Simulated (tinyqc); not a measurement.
# Worked calculation: resistance of a tapered via with liner, size effect and interface

Program tinyqc, `OMP_NUM_THREADS=1 python tinyqc.py 2750115 2750116 out.jsonl`; Intel Xeon 2.30GHz, shared host, one thread, about 0.01 s. Printed values are rounded.

A round via whose diameter grows from db at the bottom as D(z) = db + 2 z/tan(ang). The fill, of diameter D - 2 tl, starts above the bottom liner (thickness fb tl) and has rho = rho0 (1 + ks lam/(D - 2 tl)); the sidewall liner conducts in parallel with it. The bottom liner and the interface are crossed over the full area pi db^2/4. Spreading in the lines above and below is left out.

Inputs (values chosen for the exercise); fill metal close to tungsten: diameter at the bottom db = 14 nm; height hv = 36 nm; sidewall angle ang = 89 degrees; bulk resistivity of the fill rho0 = 5.39 uohm cm; mean free path of the fill lam = 15.5 nm; size-effect factor ks = 1; liner on the sidewall tl = 2.8 nm; liner at the bottom over that on the sidewall fb = 1; resistivity of the liner rl = 310 uohm cm; interface resistivity at the bottom ri = 7.9e-13 ohm cm^2; ballistic conductance per area, about 3/(4 rho0 lam) Sb = 9.1e14 S/m^2.

## Slices of the via

Slices between z0 = fb tl and hv, evaluated at their midpoints: conductance per length pi/4 [(D - 2 tl)^2/rho + (D^2 - (D - 2 tl)^2)/rl], slice resistance = slice height over that. 6 slices.

```
slice   z (nm)   D (nm)  rho (uohm cm)  slice resistance (ohm)
0      5.56667  14.1943        15.1109                 13.2937
1         11.1  14.3875        14.8973                 12.5760
2      16.6333  14.5807        14.6928                 11.9111
3      22.1667  14.7738        14.4969                 11.2942
4         27.7  14.9670        14.3091                 10.7211
5      33.2333  15.1602        14.1289                 10.1878
```

## Total resistance

R_fill = sum of the slices; R_bottom = rl fb tl/(pi db^2/4); R_interface = ri/(pi db^2/4); ballistic (Sharvin) limit 1/(Sb pi (db - 2 tl)^2/4); ideal cylinder rho0 hv/(pi db^2/4).

parts (ohm): fill 69.9838, bottom liner 56.3863, interface 0.513193
R = 126.883 ohm
shares (%): fill 55.1560, bottom liner 44.4395, interface 0.4045
ballistic limit = 19.8294 ohm
ideal cylinder = 12.6051 ohm

The fill is the largest part, and R is 10.1 times the ideal cylinder. With 2000 slices R = 126.89 ohm.
